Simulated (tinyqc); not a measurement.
Raman shift of the zone-centre optical phonon of a diamond-structure crystal under stress: one step, computed by the program tinyqc.

Axes x, y, z are the cube axes. Strain shifts the threefold optical mode and can split it; p, q and r are the phonon deformation potentials.

Question. Stress and strain tensors. Uniaxial stress along the unit vector n of the axis: sigma_ij = sigma n_i n_j. eps_xx = S11 sigma_xx + S12 (sigma_yy + sigma_zz), and cyclic; eps_xy = S44 sigma_xy/2 (tensor strain).

Inputs (values chosen for the exercise, modelled on silicon): stress sigma (tension positive) = 0.41 GPa.

Stress state: uniaxial. Axis: [110].

S44 = 12.42390 1/TPa

S11 = 7.758578 1/TPa

S12 = -2.168951 1/TPa

Give: stress; strain; volume strain.

Answer.

stress (GPa):
```
,x,y,z
x,0.205,0.205,0.000
y,0.205,0.205,0.000
z,0.000,0.000,0.000
```

strain (per mille):
```
,x,y,z
x,1.146,1.273,0.000
y,1.273,1.146,0.000
z,0.000,0.000,-0.889
```

volume strain = 1.402 per mille
